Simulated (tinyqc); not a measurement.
Harmonic frequencies on the unrestricted B3LYP (VWN-RPA form)/sto-3g surface (energies and gradients from PySCF), for H4+, spin multiplicity 2, step by step. Computed by tinyqc, a small Python program that keeps every step (integrals from PySCF). Settings: charge = 1, multiplicity = 2, basis = sto-3g, functional = b3lyp, delta = 0.005. Command: `OMP_NUM_THREADS=1 python tinyqc.py 26386 26387 out.jsonl` (the two numbers bound the seeds that draw the settings). One thread of a shared host (Intel(R) Xeon(R) Processor @ 2.60GHz), about 50 s of CPU time with the checks.

## One row of the Hessian: 1Hz

optimised positions (bohr), order 1H, 2H, 3H, 4H:
```
[[-0.0067, 0.0655, -0.1815],
 [-0.1943, 0.1426, 1.5360],
 [0.0635, -0.0995, 3.4477],
 [-0.1289, -0.0179, 5.1642]]
```

gradient at +delta (hartree/bohr), order 1H, 2H, 3H, 4H:
```
[[-0.000087, 0.000039, 0.000719],
 [0.000102, -0.000054, -0.000594],
 [-0.000029, 0.000016, 0.000093],
 [0.000014, -0.000002, -0.000218]]
```

gradient at -delta (hartree/bohr), order 1H, 2H, 3H, 4H:
```
[[0.000076, -0.000030, -0.000706],
 [-0.000089, 0.000043, 0.000583],
 [0.000034, -0.000022, -0.000090],
 [-0.000021, 0.000009, 0.000213]]
```

Displace 1Hz by +/-0.005 bohr; H(k, :) = (g(+) - g(-)) / (2 delta).

row of the Hessian (hartree/bohr^2): [-0.016303, 0.006948, 0.142508, 0.019132, -0.009722, -0.117728, -0.006359, 0.003873, 0.018340, 0.003530, -0.001099, -0.043121]

## Hessian by finite differences

All rows are made in the same way, and the matrix is symmetrised.

Hessian (symmetrised) (hartree/bohr^2), order 1Hx, 1Hy, 1Hz, 2Hx, 2Hy, 2Hz, 3Hx, 3Hy, 3Hz, 4Hx, 4Hy, 4Hz:
```
[[0.002872, -0.000788, -0.016299, -0.003160, 0.001038, 0.014764, -0.000330, -0.000420, -0.001886, 0.000619, 0.000169, 0.003421],
 [-0.000788, 0.001344, 0.006945, 0.000899, -0.001433, -0.006653, -0.000275, -0.000839, 0.000707, 0.000163, 0.000928, -0.000998],
 [-0.016299, 0.006945, 0.142508, 0.019128, -0.009719, -0.117728, -0.006363, 0.003875, 0.018340, 0.003534, -0.001101, -0.043120],
 [-0.003160, 0.000899, 0.019128, 0.004676, -0.002314, -0.008162, -0.001189, 0.001702, -0.004693, -0.000327, -0.000287, -0.006273],
 [0.001038, -0.001433, -0.009719, -0.002314, 0.002637, 0.000073, 0.001697, -0.000366, 0.005852, -0.000421, -0.000837, 0.003793],
 [0.014764, -0.006653, -0.117728, -0.008162, 0.000073, 0.178656, -0.004646, 0.005809, -0.079275, -0.001956, 0.000771, 0.018347],
 [-0.000330, -0.000275, -0.006363, -0.001189, 0.001697, -0.004646, 0.004777, -0.002394, -0.008557, -0.003258, 0.000972, 0.019566],
 [-0.000420, -0.000839, 0.003875, 0.001702, -0.000366, 0.005809, -0.002394, 0.002675, 0.000441, 0.001112, -0.001470, -0.010126],
 [-0.001886, 0.000707, 0.018340, -0.004693, 0.005852, -0.079275, -0.008557, 0.000441, 0.178622, 0.015136, -0.007000, -0.117686],
 [0.000619, 0.000163, 0.003534, -0.000327, -0.000421, -0.001956, -0.003258, 0.001112, 0.015136, 0.002966, -0.000854, -0.016714],
 [0.000169, 0.000928, -0.001101, -0.000287, -0.000837, 0.000771, 0.000972, -0.001470, -0.007000, -0.000854, 0.001380, 0.007331],
 [0.003421, -0.000998, -0.043120, -0.006273, 0.003793, 0.018347, 0.019566, -0.010126, -0.117686, -0.016714, 0.007331, 0.142459]]
```

## Normal modes

masses (u): [1.0078, 1.0078, 1.0078, 1.0078]

Diagonalise H_ij / sqrt(m_i m_j); the 6 smallest eigenvalues belong to translations and rotations; wavenumber = sqrt(eigenvalue / 1822.888) x 219474.63; each mode has its largest component positive (the first on a tie); zero-point energy = sum of wavenumbers / 2, with 349.755 1/cm per kcal/mol.

eigenvalues of the mass-weighted Hessian (hartree/(bohr^2 u)): [0.0000, 0.0000, 0.0000, 0.0000, 0.0000, 0.0000, 0.0014, 0.0033, 0.0040, 0.0874, 0.2014, 0.3629]

harmonic wavenumbers of the vibrations (1/cm): [193.5, 297.5, 325.6, 1519.5, 2306.9, 3096.6]

mass-weighted modes, order 1Hx, 1Hy, 1Hz, 2Hx, 2Hy, 2Hz, 3Hx, 3Hy, 3Hz, 4Hx, 4Hy, 4Hz:
```
[[0.1837, -0.4048, -0.2880, -0.0457, 0.0653, -0.0493],
 [-0.1355, 0.2873, -0.4091, 0.0153, -0.0301, 0.0208],
 [0.1867, -0.0711, -0.0133, 0.5274, -0.4947, 0.4321],
 [-0.5187, 0.4068, 0.2887, 0.1527, -0.0651, 0.0364],
 [0.3627, -0.2889, 0.4098, -0.1209, 0.0299, -0.0079],
 [0.0853, 0.0709, 0.0130, 0.4259, 0.4953, -0.5555],
 [0.5234, 0.4003, 0.2867, -0.1538, -0.0669, -0.0378],
 [-0.3657, -0.2838, 0.4076, 0.1219, 0.0317, 0.0091],
 [-0.0825, 0.0725, 0.0129, -0.4272, 0.4941, 0.5558],
 [-0.1885, -0.4023, -0.2874, 0.0468, 0.0668, 0.0506],
 [0.1385, 0.2854, -0.4083, -0.0164, -0.0315, -0.0221],
 [-0.1895, -0.0722, -0.0126, -0.5261, -0.4946, -0.4324]]
```

zero-point energy = 11.0642 kcal/mol
